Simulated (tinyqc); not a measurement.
Plane-wave Kohn-Sham cycle with exchange-only LDA in a layered model solid, step by step. One step of it, computed by the program tinyqc.

Task: Iteration 1: Hamiltonian at one k. H(m,m') = (k + G_m)^2/2 delta + V(G_m - G_m'), with V(-G) = V(G).

A solid whose potential varies along x alone (atomic units):
```
parameter                      value
period a                   11.500000
cross-section of the cell  39.000000
electrons per cell                 2
grid points                       16
plane waves -n..n, n               2
k points                           4
V1 in V1 cos(2 pi x/a)     -0.710000
```

V(G_m), m = 0, 1, 2, ... (hartree): [-0.162086, -0.355000, 0.000000, 0.000000, 0.000000]

k = 0.125000 2 pi / a

Give: H.

Result:

H (hartree), order -2, -1, +0, +1, +2:
$$\begin{pmatrix}
0.3626 & -0.3550 & 0.0000 & 0.0000 & 0.0000 \\
-0.3550 & -0.0478 & -0.3550 & 0.0000 & 0.0000 \\
0.0000 & -0.3550 & -0.1598 & -0.3550 & 0.0000 \\
0.0000 & 0.0000 & -0.3550 & 0.0268 & -0.3550 \\
0.0000 & 0.0000 & 0.0000 & -0.3550 & 0.5119
\end{pmatrix}$$
